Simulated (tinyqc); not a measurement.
Graded p-n junction, non-linear Poisson equation by Newton steps: two steps of the calculation.

One dimension, p side on the left, n side on the right; net doping C = (Nd - Na)/2 + ((Nd + Na)/2) tanh(x/Lg). The potential psi is counted from the intrinsic level, and the quasi-Fermi potentials are flat: 0 for holes and -V for electrons, so n = ni exp((psi + V)/Vt) and p = ni exp(-psi/Vt) (Boltzmann statistics, full ionisation, no current). Under reverse bias this makes the minority densities vanishingly small everywhere; they play no part in the charge.

Inputs (values chosen for the exercise); band and dielectric values close to those of cadmium telluride:

| symbol | value | unit | meaning |
|---|---|---|---|
| T | 300 | K | temperature |
| Eg | 1.49 | eV | band gap |
| eps_r | 10.2 |  | relative permittivity |
| Nc | 7.92e17 | cm^-3 | conduction-band density of states at T |
| Nv | 1.83e19 | cm^-3 | valence-band density of states at T |
| Na | 3.1e16 | cm^-3 | acceptor density of the p side |
| Nd | 1.1e17 | cm^-3 | donor density of the n side |
| V | -6.3 | V | bias of the p side against the n side |

Constants: q = 1.602176634e-19 C, kB = 1.380649e-23 J/K, Vt = kB T/q, eps0 = 8.8541878128e-14 F/cm where lengths are in cm. Results are converted to the units shown.

Task 1. Intrinsic density, end potentials and Debye lengths. ni = sqrt(Nc Nv) exp(-Eg/(2 Vt)), Eg in volts; psi_p = -Vt ln(Na/ni), psi_n = Vt ln(Nd/ni) - V; Debye length sqrt(eps0 eps_r Vt/(q N)).

Wanted: ni; psi_p; psi_n; Debye length, p side; Debye length, n side.

Result 1.

ni = 1.1618e6 cm^-3
psi_p = -0.62064 V
psi_n = 6.9534 V
Debye length, p side = 21.681 nm
Debye length, n side = 11.510 nm

Task 2. Densities, residual and Jacobian diagonal. n_i = ni exp((psi_i + V)/Vt), p_i = ni exp(-psi_i/Vt), rho_i = p_i - n_i + C_i, g_i = (n_i + p_i)/Vt. Box widths w_i = (h_(i-1) + h_i)/2 in cm. Residual F_i = a_i (psi_(i+1) - psi_i) - a_(i-1) (psi_i - psi_(i-1)) + q rho_i w_i; Jacobian: a_(i-1) and a_i beside the diagonal, b_i = -a_(i-1) - a_i - q g_i w_i on it. The two end nodes are fixed.

```
node  x (nm)  psi at the start (V)  net doping C (cm^-3)
0      -3790            -0.6206358         -3.0999990e16
1      -2320            -0.6206358         -3.0994132e16
2      -1310            -0.6206358         -3.0527750e16
3       -628            -0.6206358         -2.2370634e16
4       -160             1.9131734          1.5921543e16
5        160             6.9533772          6.3078457e16
6        523             6.9533772          9.6843764e16
7        935             6.9533772          1.0762136e17
8       1400             6.9533772          1.0968033e17
9       1930             6.9533772          1.0996802e17
10      2530             6.9533772          1.0999765e17
11      3220             6.9533772          1.0999988e17
```

coupling a_i, interval 0 to 10 (F/cm^2): [6.1437222e-9, 8.9418530e-9, 1.3242334e-8, 1.9297589e-8, 2.8222724e-8, 2.4879536e-8, 2.1920562e-8, 1.9422089e-8, 1.7040135e-8, 1.5052119e-8, 1.3088799e-8]
ni = 1.1618203e6 cm^-3

Wanted: n; p; residual F; diagonal b.

Result 2.

```
node    n (cm^-3)    p (cm^-3)
0     6.3617e-111    3.1000e16
1     6.3617e-111    3.1000e16
2     6.3617e-111    3.1000e16
3     6.3617e-111    3.1000e16
4      2.3426e-68   8.4186e-27
5       1.1000e17  1.7928e-111
6       1.1000e17  1.7928e-111
7       1.1000e17  1.7928e-111
8       1.1000e17  1.7928e-111
9       1.1000e17  1.7928e-111
10      1.1000e17  1.7928e-111
11      1.1000e17  1.7928e-111
```

```
node  residual F (1e-7 C/cm^2)  diagonal b (F/cm^2)
1                       0.0012           -2.3838e-5
2                       0.0640           -1.6276e-5
3                       1.2839           -1.1080e-5
4                       1.9386           -4.7520e-8
5                      -3.9898           -2.3334e-5
6                      -0.8168           -2.6464e-5
7                      -0.1671           -2.9935e-5
8                      -0.0255           -3.3952e-5
9                      -0.0029           -3.8550e-5
10                     -0.0002           -4.3999e-5
```

Program tinyqc, `OMP_NUM_THREADS=1 python tinyqc.py 2000103 2000104 out.jsonl`; Intel Xeon 2.30GHz, shared host, one thread, about 0.1 s.
